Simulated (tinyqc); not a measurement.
Out-diffusion of a doped substrate or buried layer into a growing epitaxial film: one step, computed by the program tinyqc. Command: `OMP_NUM_THREADS=1 python tinyqc.py 3002785 3002786 out.jsonl buried walk`. One thread of a shared host (Intel(R) Xeon(R) Processor @ 2.30GHz), about 0.01 s of CPU time with the checks.

x is counted from the original substrate surface into the film, whose surface moves as x = v t. Substrate dopant has one diffusivity; the dopant of the film is taken as uniform.

Task: Profile in the film. After growth and the later budget: l2 = 2 sqrt(D t + (Dt)2); C(x) = (C_s/2) erfc(x/l2) + share x C_s exp(-x/decay length) for x > 0 (autodoping taken as unchanged by the later budget). The transition x_t solves C(x) = C_e, where the total doping is twice the intended value. Positions are 0.05, 0.2, 0.4, 0.6, 0.8, 1, 1.25 and 1.5 of x_t with autodoping (any beyond the film thickness are formal); net doping = C + C_e.

Inputs (values chosen for the exercise, modelled on arsenic in silicon): substrate concentration C_s = 1.5e+18 1/cm^3; film doping C_e = 5.2e+14 1/cm^3; growth temperature T = 1075 C; autodoping level at the start, as a share of C_s = 0.0005; decay length of autodoping = 0.18 um.

Film doping: same type as the substrate.

x_t with autodoping = 0.1518511 um

length l2 = 0.05885043 um

Give: Concentrations (1/cm^3).

Result:

Concentrations (1/cm^3):
```
x/x_t   x (um)   diffusion  autodoping  net doping
0.05   0.00759  6.4142e+17  7.1902e+14  6.4266e+17
0.20   0.03037  3.4913e+17  6.3356e+14  3.5028e+17
0.40   0.06074  1.0829e+17  5.3519e+14  1.0935e+17
0.60   0.09111  2.1423e+16  4.5210e+14  2.2395e+16
0.80   0.12148  2.6314e+15  3.8191e+14  3.5334e+15
1.00   0.15185  1.9739e+14  3.2261e+14  1.0400e+15
1.25   0.18981  3.8119e+12  2.6127e+14  7.8508e+14
1.50   0.22778  3.3070e+10  2.1159e+14  7.3162e+14
```
